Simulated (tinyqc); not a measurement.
# Undoped symmetric double-gate MOSFET, analytic potential model: what changes with what

An undoped body of thickness ts between two equal insulators and tied gates; long channel, electrons only, n = ni exp((psi - V)/Vt) with V the quasi-Fermi potential (0 at the source, Vd at the drain), constant mobility, no quantisation. Across the body psi(x) = V - 2 Vt ln[(ts/(2 beta)) sqrt(q ni/(2 eps0 eps_r Vt)) cos(2 beta x/ts)], x from the centre. Q is the electron charge per area of the whole body.

Values chosen for this exercise; material values those of a made-up semiconductor:
- T = 250 K (temperature)
- Eg = 1.24 eV (band gap)
- eps_r = 15.1 (relative permittivity of the semiconductor)
- Nc = 2.55e19 cm^-3 (conduction-band density of states at T)
- Nv = 1.82e19 cm^-3 (valence-band density of states at T)
- eox = 24 (relative permittivity of the gate insulator)
- tox = 3.2 nm (insulator thickness)
- ts = 8 nm (body thickness)
- dphi = 0.04 V (gate work function less that of the intrinsic body)
- mu = 240 cm^2/(V s) (channel mobility)
- L = 0.1 um (gate length)
- Vd = 1 V (drain voltage)

Constants: q = 1.602176634e-19 C, kB = 1.380649e-23 J/K, Vt = kB T/q, eps0 = 8.8541878128e-14 F/cm where lengths are in cm. Results are converted to the units shown.

Each table varies one quantity; the others keep the values above.

## Effect of the gate work function less that of the intrinsic body

ni = sqrt(Nc Nv) exp(-Eg/(2 Vt)), Eg in volts; r = eps_r tox/(eox ts); V0 = dphi + 2 Vt ln[(2/ts) sqrt(2 eps0 eps_r Vt/(q ni))]. beta (between 0 and pi/2) solves (Vg - V0 - V)/(2 Vt) = ln(beta) - ln(cos beta) + 2 r beta tan(beta). Q = 8 eps0 eps_r Vt beta tan(beta)/ts; I = mu (1/L)(4 eps0 eps_r/ts)(2 Vt)^2 [g(beta_s) - g(beta_d)] per width, g = beta tan(beta) - beta^2/2 + r beta^2 tan^2(beta), with beta_s at V = 0 and beta_d at V = Vd.  I(low) is taken at Vg = 0.36 V, Qs and I(high) at Vg = 1.11 V.

Result of one run:
```
dphi (V)   V0 (V)  I(low) (nA/um)  Qs(high) (nC/cm^2)  I(high) (uA/um)
-0.11     0.46130          134.12              6804.7           4853.6
```

What becomes of these results when the gate work function less that of the intrinsic body dphi is changed from -0.11 to 0.04 V, all else the same?

Result of the changed run:
```
dphi (V)   V0 (V)  I(low) (nA/um)  Qs(high) (nC/cm^2)  I(high) (uA/um)
0.04      0.61130         0.12791              4989.2           2732.1
```

The whole series:
```
dphi (V)   V0 (V)  I(low) (nA/um)  Qs(high) (nC/cm^2)  I(high) (uA/um)
-0.11     0.46130          134.12              6804.7           4853.6
-0.06     0.51130          13.258              6194.2           4073.7
-0.01     0.56130          1.3026              5588.7           3366.8
0.04      0.61130         0.12791              4989.2           2732.1
0.09      0.66130        0.012559              4396.9           2169.1
0.14      0.71130       0.0012331              3813.5           1676.5
0.19      0.76130       1.2107e-4              3241.3           1253.4
```

As dphi goes from -0.11 to 0.19 V, I(low) falls from 134 to 1.21e-4 nA/um and I(high) falls from 4850 to 1250 uA/um. V0 rises from 0.461 to 0.761 V. In every row the surface density at the source at the higher gate voltage passes 0.3 Nc, where Boltzmann statistics fail. In every row mu V/L at the higher gate voltage, with V the smaller of Vd and Vg - V0, passes 3e6 cm/s, so velocity saturation would lower the current.

## Effect of the insulator thickness

Same model as above.

The same in every row: V0 (V) = 0.61130.

Effect of the insulator thickness:
```
tox (nm)  I(low) (nA/um)  Qs(high) (nC/cm^2)  I(high) (uA/um)
1.1              0.12791               12933           6497.6
1.5              0.12791              9820.2           5065.2
2.2              0.12791              6979.1           3713.4
3.2              0.12791              4989.2           2732.1
4.6              0.12791              3599.5           2023.5
6.7              0.12791              2562.6           1477.5
9.6              0.12791              1848.9           1090.2
```

Read the table: what changes, and by how much?

As tox goes from 1.1 to 9.6 nm, I(low) stays near 0.128 nA/um and I(high) falls from 6500 to 1090 uA/um. On average I(low) is independent of tox and I(high) goes as tox^(-0.82). Below threshold no voltage drops over the insulator in this long-channel model, so its thickness does not matter there. In every row the surface density at the source at the higher gate voltage passes 0.3 Nc, where Boltzmann statistics fail. In every row mu V/L at the higher gate voltage, with V the smaller of Vd and Vg - V0, passes 3e6 cm/s, so velocity saturation would lower the current.

Program tinyqc, `OMP_NUM_THREADS=1 python tinyqc.py 2440165 2440166 out.jsonl`; Intel Xeon 2.30GHz, shared host, one thread, about 0.02 s.
